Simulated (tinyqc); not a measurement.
Worked calculation: UKS/exchange-only LDA in the sto-3g basis, for H4, spin multiplicity 3. This run ends on a higher stationary point, not on the lowest solution. One step of it, computed by the program tinyqc.

Task: Iteration 9 (converged): orbitals. Diagonalise F' = X^T F X, C = X C', fill 3 alpha and 1 beta electrons from the bottom; D(s) = C_occ C_occ^T. Each column has its largest component positive (the first on a tie).

converged F(alpha) (hartree):
```
,1H 1s,2H 1s,3H 1s,4H 1s
1H 1s,-0.150190,-0.105746,-0.009144,-0.000196
2H 1s,-0.105746,-0.068937,-0.113519,-0.009144
3H 1s,-0.009144,-0.113519,-0.068937,-0.105746
4H 1s,-0.000196,-0.009144,-0.105746,-0.150190
```

converged F(beta) (hartree):
```
,1H 1s,2H 1s,3H 1s,4H 1s
1H 1s,0.135090,-0.082909,-0.008655,-0.000194
2H 1s,-0.082909,-0.036559,-0.108493,-0.008655
3H 1s,-0.008655,-0.108493,-0.036559,-0.082909
4H 1s,-0.000194,-0.008655,-0.082909,0.135090
```

X:
```
,1,2,3,4
1H 1s,-0.422328,0.651308,0.588285,0.307143
2H 1s,0.760884,-0.382415,0.326527,0.523110
3H 1s,-0.760884,-0.382415,-0.326527,0.523110
4H 1s,0.422328,0.651308,-0.588285,0.307143
```

Give: F' = X^T F X; orbital energies; coefficients C; F' = X^T F X; orbital energies; coefficients C; D(alpha) after iteration 9; D(beta) after iteration 9.

Result:

F' = X^T F X (alpha) (hartree):
```
,1,2,3,4
1,0.1223,0.0000,0.0368,0.0000
2,0.0000,-0.0665,0.0000,-0.0385
3,0.0368,0.0000,-0.1685,0.0000
4,0.0000,-0.0385,0.0000,-0.2021
```

orbital energies (alpha) (hartree): MO1 -0.2122, MO2 -0.1731, MO3 -0.0563, MO4 0.1269

coefficients C (alpha):
```
,MO1,MO2,MO3,MO4
1H 1s,0.4632,0.6360,0.5513,-0.3463
2H 1s,0.4082,0.2298,-0.5033,0.7954
3H 1s,0.4082,-0.2298,-0.5033,-0.7954
4H 1s,0.4632,-0.6360,0.5513,0.3463
```

F' = X^T F X (beta) (hartree):
```
,1,2,3,4
1,0.2270,0.0000,-0.0775,0.0000
2,0.0000,0.1632,0.0000,0.0711
3,-0.0775,0.0000,0.0519,0.0000
4,0.0000,0.0711,0.0000,-0.1128
```

orbital energies (beta) (hartree): MO1 -0.1300, MO2 0.0226, MO3 0.1805, MO4 0.2564

coefficients C (beta):
```
,MO1,MO2,MO3,MO4
1H 1s,0.1450,0.4004,0.7053,0.6034
2H 1s,0.5985,0.5750,-0.2484,-0.5958
3H 1s,0.5985,-0.5750,-0.2484,0.5958
4H 1s,0.1450,-0.4004,0.7053,-0.6034
```

D(alpha) after iteration 9:
```
,1H 1s,2H 1s,3H 1s,4H 1s
1H 1s,0.9231,0.0578,-0.2346,0.1140
2H 1s,0.0578,0.4727,0.3671,-0.2346
3H 1s,-0.2346,0.3671,0.4727,0.0578
4H 1s,0.1140,-0.2346,0.0578,0.9231
```

D(beta) after iteration 9:
```
,1H 1s,2H 1s,3H 1s,4H 1s
1H 1s,0.0210,0.0868,0.0868,0.0210
2H 1s,0.0868,0.3582,0.3582,0.0868
3H 1s,0.0868,0.3582,0.3582,0.0868
4H 1s,0.0210,0.0868,0.0868,0.0210
```
